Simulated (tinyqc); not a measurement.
Hubbard chain of 5 sites, step by step. Computed by tinyqc, a small Python program that keeps every step. Settings: hopping = 0.68, U = 5.4, mixing = 0.5, iteration cap = 77. Command: `OMP_NUM_THREADS=1 python tinyqc.py 29049 29050 out.jsonl` (the two numbers bound the seeds that draw the settings). One thread of a shared host (Intel(R) Xeon(R) Processor @ 2.60GHz), about 0.3 s of CPU time with the checks. Later iterations appear only in the table of the cycle.

## Mean-field iteration 1

one-body matrix (hopping and site energies) (eV), order 1, 2, 3, 4, 5:
$$\begin{pmatrix}
0.000000 & -0.680000 & 0.000000 & 0.000000 & 0.000000 \\
-0.680000 & 0.000000 & -0.680000 & 0.000000 & 0.000000 \\
0.000000 & -0.680000 & 0.000000 & -0.680000 & 0.000000 \\
0.000000 & 0.000000 & -0.680000 & 0.000000 & -0.680000 \\
0.000000 & 0.000000 & 0.000000 & -0.680000 & 0.000000
\end{pmatrix}$$

U = 5.400000 eV

electrons, up and down: [3, 2]

mixing = 0.500000

n(up) at the start (a guess, not normalised): 1 0.900000, 2 0.300000, 3 0.900000, 4 0.300000, 5 0.900000

n(down) at the start (a guess): 1 0.100000, 2 0.700000, 3 0.100000, 4 0.700000, 5 0.100000

H(up) = T + U n(down), H(down) = T + U n(up); fill the lowest levels; n(new) = n + mixing (n(out) - n); E = tr T (rho up + rho down) + U sum n_up n_down of the output.

levels, up (eV): [0.157102, 0.403071, 0.540000, 3.916929, 4.162898]

levels, down (eV): [1.237102, 1.483071, 4.860000, 4.996929, 5.242898]

energy = -0.542736 eV

n(up) after iteration 1: 1 0.932292, 2 0.183639, 3 0.918138, 4 0.183639, 5 0.932292

n(down) after iteration 1: 1 0.067708, 2 0.816361, 3 0.081862, 4 0.816361, 5 0.067708

## Mean-field iteration 2

As before.

levels, up (eV): [0.090947, 0.254308, 0.395104, 4.519665, 4.729976]

levels, down (eV): [0.670024, 0.880335, 5.004896, 5.145692, 5.309053]

energy = -0.642347 eV

n(up) after iteration 2: 1 0.953974, 2 0.115693, 3 0.935665, 4 0.115693, 5 0.953974

n(down) after iteration 2: 1 0.046026, 2 0.884307, 3 0.064335, 4 0.884307, 5 0.046026

## Convergence

Each step fills the lowest levels of T + U n(other spin) and sets n(new) = n + mixing (n(out) - n); stop when output and input agree to 1e-8.

Course of the cycle:
```
iteration       E (eV)  largest |n(out) - n(in)|  mean |n_up - n_down|
1          -0.54273640                  2.33e-01              0.892357
2          -0.64234720                  1.36e-01              0.923603
3          -0.66736521                  7.62e-02              0.936784
4          -0.67410222                  4.20e-02              0.942993
5          -0.67601204                  2.29e-02              0.946126
6          -0.67657061                  1.25e-02              0.947771
7          -0.67673695                  6.80e-03              0.948654
8          -0.67678699                  3.70e-03              0.949134
9          -0.67680214                  2.01e-03              0.949396
10         -0.67680674                  1.10e-03              0.949540
11         -0.67680814                  5.98e-04              0.949620
...                ...                       ...                   ...
20         -0.67680875                  2.64e-06              0.949717
21         -0.67680875                  1.45e-06              0.949717
22         -0.67680875                  7.97e-07              0.949717
23         -0.67680875                  4.38e-07              0.949717
24         -0.67680875                  2.41e-07              0.949717
25         -0.67680875                  1.33e-07              0.949717
26         -0.67680875                  7.38e-08              0.949717
27         -0.67680875                  4.12e-08              0.949717
28         -0.67680875                  2.29e-08              0.949717
29         -0.67680875                  1.28e-08              0.949717
30         -0.67680875                  7.12e-09              0.949717
```

local moments n_up - n_down: 1 0.968294, 2 -0.937146, 3 0.937705, 4 -0.937146, 5 0.968294

Converged in 30 iterations. Before convergence this energy mixes input and output and is not variational, so it may rise towards its limit.

## Exact diagonalisation (100 states)

Lowest levels of the sector, and the double occupancy of the lowest state.

lowest levels (eV): [-0.946373, -0.716617, -0.585298, -0.543153, -0.426708, -0.266528]

double occupancy per site = 0.031272

The mean-field solution above lies 0.2696 eV above the exact energy.

## The lowest level by Lanczos steps

From a random start vector (not printed): a_j = <q_j|H|q_j>, b_j = norm of the remainder after orthogonalising; the Ritz value is the lowest eigenvalue of the tridiagonal matrix of a and b so far.

Lanczos:
```
j   a_j (eV)  b_j (eV)  lowest Ritz value (eV)
1   5.182356  3.709653              5.18235606
2   6.061807  4.349906              1.88645773
3   4.293767  2.423519             -0.41507175
4   7.100301  3.233563             -0.71551023
5   6.650906  3.594173             -0.78291042
6   3.772390  3.382142             -0.83732028
7   7.072296  3.282115             -0.89742394
8   7.671342  2.266341             -0.92332123
9   4.126503  4.147011             -0.92839633
10  5.941386  3.561901             -0.93564252
```
